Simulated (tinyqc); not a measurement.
Mobility limited by charged threading dislocations. Changing the donor density N. Computed by tinyqc, a small Python program. Command: `OMP_NUM_THREADS=1 python tinyqc.py 3001598 3001599 out.jsonl disl sweep`. One thread of a shared host (Intel(R) Xeon(R) Processor @ 2.30GHz), about 0.01 s of CPU time with the checks.

Parallel lines trap electrons, one site every c, and the current flows across them. Donors are taken as fully ionised and statistics as non-degenerate; SI units, mass times m_0.

Inputs (values chosen for the exercise, modelled on germanium on silicon): effective mass m = 0.12 m_0; permittivity eps = 16; site spacing c along the line = 4 angstrom; largest filling f_0 = 0.5; acceptor level E_t below the band edge = 0.22 eV; dislocation density N_dis = 5e+07 1/cm^2; lattice mobility at 300 K = 3600 cm^2/(V s); temperature T = 300 K.

Band: parabolic. Filling of the line: given.

Constants: eps_0 = 8.8541878128e-12 F/m; k_B = 1.380649e-23 J/K; e = 1.602176634e-19 C; hbar = 1.054571817e-34 J s; m_0 = 9.1093837015e-31 kg.

Method:
- The filling is f = f_0; Read radius R = sqrt(f/(pi c N)). Free electrons n = N - f N_dis/c; screening length lambda = sqrt(eps eps_0 k_B T/(e^2 n)).
- tau(k) = hbar^3 (eps eps_0)^2 c^2 (1 + 4 lambda^2 k^2)^(3/2)/(N_dis m e^4 f^2 lambda^4), k the wave number across the lines; mu_dis = (e/m) int x tau exp(-x) dx with x = hbar^2 k^2/(2 m k_B T), 160 Gauss-Legendre points in sqrt(x) from 0 to sqrt(32). Closed form for lambda k >> 1: mu = 30 sqrt(2 pi) (eps eps_0)^2 c^2 (k_B T)^(3/2)/(N_dis e^3 f^2 lambda sqrt(m)).
- Other processes: Brooks-Herring mobility of a classical gas, mu_I = 128 sqrt(2 pi) (eps eps_0)^2 (k_B T)^(3/2)/(N e^3 sqrt(m) [ln(1 + b) - b/(1 + b)]), b = 24 m k_B T lambda^2/hbar^2; lattice mobility times (T/300 K)^(-2); Matthiessen's rule.

One run for each value; columns: (1) donor density N (1/cm^3); (2) total mobility (cm^2/(V s)); (3) dislocation mobility (cm^2/(V s)); (4) impurity mobility (cm^2/(V s)); (5) free electrons n (1/cm^3):
```
(1)          (2)         (3)         (4)         (5)
1.00e+16  3376.4  7.6751e+04  1.8628e+05  9.3750e+15
2.30e+16  3367.4  1.1870e+05  9.2899e+04  2.2375e+16
5.40e+16  3281.0  1.8378e+05  4.6370e+04  5.3375e+16
1.30e+17  3085.3  2.8788e+05  2.3327e+04  1.2938e+17
2.90e+17  2796.9  4.3609e+05  1.2910e+04  2.8938e+17
6.80e+17  2399.7  6.8915e+05  7.2736e+03  6.7938e+17
```

What does the table show, and why?

Over the rows, total mobility (cm^2/(V s)) falls from 3380 to 2400 (exponent d ln y / d ln x -0.0032 between the first rows and -0.18 between the last); dislocation mobility (cm^2/(V s)) rises from 76800 to 689000 (exponent d ln y / d ln x about 0.52 throughout); impurity mobility (cm^2/(V s)) falls from 186000 to 7270 (exponent d ln y / d ln x -0.84 between the first rows and -0.67 between the last). The exponent of dislocation mobility stays between 0.51 and 0.54, near 0.50: mu is proportional to 1/lambda, that is to sqrt(n). Screening raises the dislocation mobility with n while impurity scattering lowers the mobility; the total mobility has no maximum inside this table. Left out: 1.60e18, 3.70e18, 8.60e18, 2.00e19 (the gas is degenerate).

Caution (all rows): the potential of a line filled this far exceeds the acceptor depth E_t = 0.22 eV, so its own charge would keep f lower. Caution (all rows): the Read radius sqrt(f/(pi c N)) exceeds three screening lengths: the line potential is not weak, and the Born approximation overstates the scattering, possibly several times. Caution (rows 6.80e17): n exceeds half of N_c, so classical statistics and Debye screening are rough.

Extremes, crossings and ranges named in words are read from the listed rows.
